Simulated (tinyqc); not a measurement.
FinFET, parasitic resistance, capacitance and delay: one step of the calculation.

Nf fins under one contact; each has gated perimeter p = 2 Hf + Wf and cross-section A = Hf Wf; contact width Wc = Nf pf, stack height Hs = Hf. Contact length Lc = CPP - Lg - 2 Lsp, shared by two neighbouring gates. Source and drain sides are equal. The formulas are first-order estimates, not field solutions.

Problem. Effective current, delay and energy. Ieff = (IH + IL)/2, delay CL Vdd/(2 Ieff), energy CL Vdd^2, with CL the load of an inverter that drives an equal one.

Parameters, values chosen for the exercise:
- Vdd = 0.7 V (supply voltage)

IH = I(Vdd, Vdd/2) = 421.41246 uA
IL = I(Vdd/2, Vdd), solved likewise = 202.15049 uA
CL = 1128.3704 aF

Wanted: Ieff; delay; energy.

Solution.

Ieff = 311.78 uA
delay = 1.2667 ps
energy = 552.90 aJ

Program tinyqc, `OMP_NUM_THREADS=1 python tinyqc.py 2170151 2170152 out.jsonl`; Intel Xeon 2.30GHz, shared host, one thread, about 0.05 s.
